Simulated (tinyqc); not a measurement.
Three surfaces against bond counting: Gupta-type many-body potential for a metal. Computed by tinyqc, a small Python program. Command: `OMP_NUM_THREADS=1 python tinyqc.py 3020297 3020298 out.jsonl gupta walk`. One thread of a shared host (Intel(R) Xeon(R) Processor @ 2.30GHz), about 0.01 s of CPU time with the checks.

E_i = sum_j A exp(-p (r_ij/r0 - 1)) - xi rho_i^gamma, with rho_i = sum_j exp(-2 q (r_ij/r0 - 1)); gamma = 1/2 is the tight-binding second-moment form. The crystal is fcc unless stated; d is the neighbour distance and a fixed number of shells is kept.

Inputs (values chosen for the exercise, modelled on copper):

| quantity | value | unit |
|---|---|---|
| repulsion A | 0.0846 | eV |
| hopping xi | 1.18 | eV |
| decay p | 11.2 | - |
| decay q | 2.35 | - |
| reference distance r0 | 2.556 | angstrom |
| shells kept | 3 | - |
| embedding exponent gamma | 0.5 | - |

Constants: 1 eV/angstrom^3 = 160.2176634 GPa; 1 eV/angstrom^2 = 16.02176634 J/m^2.

Method:
- fcc shells: d sqrt(k), k = 1..5, with 12, 6, 24, 12, 24 atoms; Omega = d^3/sqrt2.
- Equilibrium: dE/dd = 0; B = d^2 E''(d)/(9 Omega).
- Cut the crystal without relaxation; an atom in layer l keeps the neighbours that lie below the surface plane. Excess = E_i + E_c. Surface energy = sum of excesses over the layers, divided by the area per surface atom: (sqrt3/2) d^2 for (111), d^2 for (100), sqrt2 d^2 for (110).
- Bond counting with pair bonds charges E_c/12 for each missing nearest neighbour: 3, 4 and 6 per surface cell.

neighbour distance d = 2.57022 angstrom

cohesive energy E_c = 3.33649 eV

Surfaces:

| face | missing bonds | excess (eV) | bond counting (eV) | ratio | surface energy (J/m^2) |
|---|---|---|---|---|---|
| (111) | 3 | 0.40565 | 0.8341 | 0.48632 | 1.1360 |
| (100) | 4 | 0.50779 | 1.1122 | 0.45658 | 1.2316 |
| (110) | 6 | 0.77863 | 1.6682 | 0.46673 | 1.3353 |

What follows from these numbers?

The order of surface energies is (111) < (100) < (110), with (110)/(111) = 1.175 against 1.225 from counting first-neighbour bonds. The excess is 0.46 to 0.49 of the bond-counting value: atoms with fewer neighbours have stronger bonds. Further shells enter the excess but not the count. Caution: relaxation, left out here, lowers surface energies. Caution: fitted second-moment potentials usually give surface energies well below measured ones.
